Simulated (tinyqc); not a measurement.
Worked calculation: concentration-dependent dopant diffusion with charged defects and the built-in field. Computed by tinyqc, a small Python program that keeps every step. Command: `OMP_NUM_THREADS=1 python tinyqc.py 3006001 3006002 out.jsonl extrinsic walk`. One thread of a shared host (Intel(R) Xeon(R) Processor @ 2.30GHz), about 0.09 s of CPU time with the checks. Intermediate numbers are printed to about 6 digits and carried at full precision; extremes and crossings named in words are read from the listed rows.

A constant source C_s feeds a half space. The dopant moves through neutral point defects and through charged ones, whose number grows with the majority carrier density n.

Inputs (values chosen for the exercise, modelled on boron in silicon):
```
quantity                        value    unit
neutral prefactor D0x          0.0496  cm^2/s
neutral activation energy E0      3.5      eV
singly charged prefactor D01     0.97  cm^2/s
activation energy E1             3.51      eV
surface concentration C_s     1.6e+19  1/cm^3
junction level C_B            1.3e+16  1/cm^3
temperature T                     875       C
time t                             69       s
```

Field enhancement: off.

Constants: k_B = 8.617333262e-05 eV/K.

## Intrinsic density and partial diffusivities

n_i = 3.87e16 T^1.5 exp(-7014/T) per cm^3 (T in kelvin, an empirical form); each D = prefactor x exp(-E/(k_B T)); the intrinsic diffusivity D_i is their sum. Temperatures in kelvin are T(C) + 273.15.

n_i = 3.34674e+18 1/cm^3

partial diffusivities (cm^2/s): Dx 2.14937e-17, D1 3.79933e-16

intrinsic diffusivity D_i = 4.01427e-16 cm^2/s

## Diffusivity at the surface

n = C/2 + sqrt(C^2/4 + n_i^2); D(C) = h [Dx + D1 (n/n_i)], h = 1.

n/n_i = 4.98151

field factor h = 1

surface diffusivity D_s = 1.91413e-15 cm^2/s

enhancement D_s/D_i = 4.76833

C_s is 4.78 times n_i: diffusion is extrinsic near the surface. Caution: the built-in field is switched off although C_s exceeds n_i; with it D_s would be larger by the factor 1 + C_s/sqrt(C_s^2 + 4 n_i^2).

## Similarity solution

With y = x/sqrt(D_s t), u = C/C_s and q = -(D/D_s) du/dy: du/dy = -q D_s/D, dq/dy = -(y/2) q D_s/D, u(0) = 1. The surface flux q(0) is shot so that u tends to 0 (LSODA, an adaptive multistep solver, relative tolerance 1e-10). Dose Q = 2 q(0) C_s sqrt(D_s t). The junction lies where C = C_B.

surface flux q(0) = 0.463163

dose Q = 5.38635e+12 1/cm^2

junction in units of sqrt(D_s t) = 2.56952

junction depth x_j = 9.33819 nm

For a constant D, q(0) = 1/sqrt(pi) = 0.5642; for D proportional to C it tends to 0.444, with the front at y = 1.616.

## Where the concentration falls to given levels

For comparison, erfc profiles with a constant D: x = 2 sqrt(D t) erfc^-1(C/C_s), with D = D_i and D = D_s.

Depth (nm):
```
C/C_s        D/D_s     full  erfc with D_i  erfc with D_s
8.00e-01  0.819135   1.4477        0.59629         1.3021
5.00e-01  0.557776   3.3174        1.58752         3.4666
2.00e-01  0.326126   5.1496        3.01633         6.5866
1.00e-01  0.262755   5.9690        3.87142         8.4538
3.00e-02  0.224461   7.0193        5.10764        11.1533
1.00e-02  0.214518   7.8055        6.06261        13.2386
1.00e-03  0.210192   9.2208        7.74476        16.9119
1.00e-04  0.209765  10.4543        9.15711        19.9959
```

The depth between C/C_s = 0.1 and 1e-4 spans 4.49 nm in the full profile, against 5.29 nm for D_i and 11.5 nm for D_s; the ratio of the depths at 1e-4 and at 0.5 is 3.15, against 5.77 for any erfc. The profile is box-like: fast diffusion in the heavily doped part feeds a front that moves slowly where D drops to D_i.

Checks made by the program: dose from the flux against the area under the profile (relative difference 8e-08).
